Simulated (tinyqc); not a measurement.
Inside a calculation: two-band massive Dirac model of the K valleys. Values are carried at full precision from step to step, so a last printed digit may differ when a step is redone from the rounded ones.

Basis (conduction, valence): H = [[D/2, a t (tau kx - i ky)], [a t (tau kx + i ky), -D/2 + lam tau sz]], valley tau = +/-1, spin sz = +/-1. The gap of a spin and valley is G = D - lam tau sz. Berry curvature Omega = curl of i<u|grad u>; for the conduction band Omega_c = -tau 2 a^2 t^2 G/(G^2 + 4 a^2 t^2 k^2)^(3/2), and Omega_v = -Omega_c.

Constants: hbar^2/2m0 = 3.80998211 eV angstrom^2.

Parameters, chosen for this exercise (near those used for monolayer MoS2; shifted at random, so the results belong to these values and not to a real crystal): a = 3.185 angstrom (lattice constant); D = 1.66 eV (gap parameter); t = 1.03 eV (effective hopping); lam = 0.064 eV (half the valence spin splitting); tau = 1 (valley); sz = -1 (spin); k = (-0.118, 0.074) 1/angstrom (wave vector from the valley); h = 0.04 1/angstrom (side of the plaquette).

## Band edges of the four flavours

At k = 0: Ec = D/2, Ev = -D/2 + lam tau sz; mass m/m0 = c G/(a t)^2 for both bands, c = hbar^2/2m0; Omega_c(0) = -2 tau a^2 t^2/G^2.

Edges:
```
tau  sz  Ec (eV)  Ev (eV)  G (eV)  mass (m0)  Omega_c (angstrom^2)
1     1   0.8300  -0.7660  1.5960     0.5650                -8.450
1    -1   0.8300  -0.8940  1.7240     0.6103                -7.242
-1    1   0.8300  -0.8940  1.7240     0.6103                 7.242
-1   -1   0.8300  -0.7660  1.5960     0.5650                 8.450
```

The top of the valence band has spin up at tau = +1 and spin down at tau = -1: spin and valley are locked, with 128 meV between the two valence bands (A and B transitions at 1.596 and 1.724 eV, without exciton binding).

## H at one k

Fill in the matrix and diagonalise: E = lam tau sz/2 -/+ sqrt(G^2/4 + a^2 t^2 k^2).

H (eV):
```
                 c                v
c           0.8300  -0.3871-0.2428i
v  -0.3871+0.2428i          -0.8940
```

levels (eV): -1.0076  0.9436

cos(theta) = G/(E+ - E-) = 0.8835

## Curvature, orbital moment and circular dichroism

Omega_c from the formula; orbital moment of both bands m = -tau (a t)^2 G/(c (G^2 + 4 a^2 t^2 k^2)) in Bohr magnetons (charge -e), c = hbar^2/2m0; interband strengths |P+/-|^2 proportional to (1 +/- tau cos(theta))^2 for P+/- = Px +/- i Py, and eta = (|P+|^2 - |P-|^2)/(|P+|^2 + |P-|^2) = 2 tau cos(theta)/(1 + cos^2(theta)).

Omega_c = -4.995 angstrom^2
orbital moment = -1.279 muB
eta = 0.9924

All three change sign with the valley. The selection rule, exact at k = 0, still holds to 99.2 % here.

## The curvature from a plaquette

Corners counter-clockwise around k, from (-h/2, -h/2); upper eigenvector u with its first component real and positive; Omega = -(sum of arg <u_j|u_(j+1)>)/h^2.

Corners:
```
j       kx      ky      u_c                u_v  arg <u_j|u_j+1> (rad)
1  -0.1380  0.0540  0.96722  -0.23648+0.09254i              -0.006627
2  -0.0980  0.0540  0.97981  -0.17511+0.09649i              -0.012213
3  -0.0980  0.0940  0.97169  -0.17049+0.16353i               0.010961
4  -0.1380  0.0940  0.96021  -0.23082+0.15722i               0.015854
```

Omega_c from the plaquette = -4.985 angstrom^2

The formula at the centre gives -4.995; the plaquette averages over its area.

## Checks

- Curvature formula against a plaquette of side 1e-4: both -4.9950.
- Eta against the matrix elements of dH/dkx +/- i dH/dky: both 0.99238.

Run: tinyqc, `OMP_NUM_THREADS=1 python tinyqc.py 1451995 1451996 out.jsonl`; Intel(R) Xeon(R) Processor @ 2.30GHz, one thread, shared host; about 0.01 s of CPU time with all checks.
